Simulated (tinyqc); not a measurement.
Capacitance of parallel on-chip lines from Laplace's equation on a mesh: one step of the calculation.

Cross-section of an endless row of equal lines between two grounded planes; neighbours are driven in antiphase (+1 V and -1 V), so the plane midway between two lines is at 0 V. By symmetry one quarter is solved: x runs from the centre of a line (column 0, mirror) to that midplane (column 5, 0 V), y from the mid-height of the line (row 0, mirror) to the ground plane (row 3, 0 V). The line fills columns 0 to 2 and rows 0 to 1 at 1 V. Cells beside the line (below row 1) have e2, cells above have e1. Each link between nodes has the conductance g = mean permittivity of the two cells beside it (a cell beyond a mirror counts as 0), and the free nodes obey sum g (V_neighbour - V) = 0.

Question. Relaxation sweep. One sweep visits the free nodes row by row from row 0, left to right, and replaces V by V + om (weighted mean of the neighbours - V), using new values at once.

Inputs (values chosen for the exercise): over-relaxation factor om = 1.2.

V after sweep 1 (V):
```
           col 0      col 1      col 2      col 3      col 4      col 5
row 0  1.0000000  1.0000000  1.0000000  0.3000000  0.0900000  0.0000000
row 1  1.0000000  1.0000000  1.0000000  0.3900000  0.1440000  0.0000000
row 2  0.3000000  0.3900000  0.4170000  0.2421000  0.1158300  0.0000000
row 3  0.0000000  0.0000000  0.0000000  0.0000000  0.0000000  0.0000000
```

gx:
```
       col 0  col 1  col 2  col 3  col 4
row 0   1.95   1.95   1.95   1.95   1.95
row 1    3.9    3.9    3.9    3.9    3.9
row 2    3.9    3.9    3.9    3.9    3.9
row 3   1.95   1.95   1.95   1.95   1.95
```

gy:
```
       col 0  col 1  col 2  col 3  col 4  col 5
row 0   1.95    3.9    3.9    3.9    3.9   1.95
row 1   1.95    3.9    3.9    3.9    3.9   1.95
row 2   1.95    3.9    3.9    3.9    3.9   1.95
```

Wanted: V after sweep 2.

Answer.

V after sweep 2 (V):
```
       col 0  col 1  col 2  col 3  col 4  col 5
row 0  1.000  1.000  1.000  0.501  0.219  0.000
row 1  1.000  1.000  1.000  0.488  0.218  0.000
row 2  0.474  0.489  0.436  0.264  0.121  0.000
row 3  0.000  0.000  0.000  0.000  0.000  0.000
```

tinyqc, about 1 s, one thread, Intel Xeon 2.30GHz (shared host): `OMP_NUM_THREADS=1 python tinyqc.py 2790170 2790171 out.jsonl`
